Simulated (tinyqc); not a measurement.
# Weibull analysis of times to dielectric breakdown, with area scaling, step by step

Numbers from tinyqc (`OMP_NUM_THREADS=1 python tinyqc.py 2070028 2070029 out.jsonl`; about 0.01 s on one thread of a shared Intel Xeon 2.30GHz). Printed values are rounded.

Breakdown times follow F(t) = 1 - exp(-(t/t63)^beta). The 12 times below were drawn at random from beta = 1.1, t63 = 360 s and are treated as data; all samples failed.

Parameters, values chosen for the exercise:
- A1 = 1.6 um^2 (area of a test capacitor)
- A2 = 2e6 um^2 (gate area of the product)
- Fp = 1e-5 (allowed share of failed products)

## Median ranks and the Weibull scale

| i | t (s) |
|---|---|
| 1 | 10.8 |
| 2 | 34.1 |
| 3 | 105 |
| 4 | 157 |
| 5 | 225 |
| 6 | 240 |
| 7 | 285 |
| 8 | 487 |
| 9 | 509 |
| 10 | 563 |
| 11 | 860 |
| 12 | 1100 |

F_i = (i - 0.3)/(n + 0.4) for the sorted times, W_i = ln(-ln(1 - F_i)).

| i | F | W | ln t |
|---|---|---|---|
| 1 | 0.056452 | -2.84546 | 2.37955 |
| 2 | 0.137097 | -1.91425 | 3.52930 |
| 3 | 0.217742 | -1.40417 | 4.65396 |
| 4 | 0.298387 | -1.03740 | 5.05625 |
| 5 | 0.379032 | -0.74134 | 5.41610 |
| 6 | 0.459677 | -0.48518 | 5.48064 |
| 7 | 0.540323 | -0.25202 | 5.65249 |
| 8 | 0.620968 | -0.03032 | 6.18826 |
| 9 | 0.701613 | 0.19009 | 6.23245 |
| 10 | 0.782258 | 0.42163 | 6.33328 |
| 11 | 0.862903 | 0.68666 | 6.75693 |
| 12 | 0.943548 | 1.05583 | 7.00307 |

## Straight-line fit

Least squares of W on ln t: beta = sum (x - mean x)(W - mean W)/sum (x - mean x)^2 with x = ln t, and ln t63 = mean x - mean W/beta.

beta = 0.829269
t63 = 415.256 s

beta is 25 % below the value that made the data and t63 15 % above it.

## Iteration 1: likelihood estimate of beta

beta at the start = 0.83

Maximum likelihood: a(beta) = 1/beta with a = sum t^beta ln t/sum t^beta - mean ln t. Newton step: beta(new) = beta - [a - 1/beta]/[v + 1/beta^2], v the variance of ln t under the weights t^beta.

beta after iteration 1 = 1.01885

## Iteration 2: likelihood estimate of beta

As before.

beta after iteration 2 = 1.06133

## Course of the iteration

Stop when beta changes by less than 1e-9, or after 40 iterations.

Course of the iteration:

| iteration | beta | change |
|---|---|---|
| 1 | 1.01885 | 0.189 |
| 2 | 1.06133 | 0.0425 |
| 3 | 1.06285 | 1.52e-3 |
| 4 | 1.06285 | 1.82e-6 |
| 5 | 1.06285 | 2.58e-12 |

Converged in 5 iterations.

## Scale parameter and projection to the product

converged beta = 1.06285

t63 = (mean of t^beta)^(1/beta). Defects are spread at random, so -ln(1 - F) is proportional to the area: t63(A2) = t63 (A1/A2)^(1/beta), and the time to the share Fp is t63(A2) (-ln(1 - Fp))^(1/beta).

t63 = 389.836 s
t63 of the product = 7.15368e-4 s
time to Fp = 1.41326e-8 s
decades lost against t63 = 10.4407

The straight-line values give 1.72e-11 s for the time to Fp and the values that made the data 2.94e-8 s: with 12 samples beta is uncertain by about 0.78/sqrt(n) = 23 %, and the projection hangs on 1/beta.
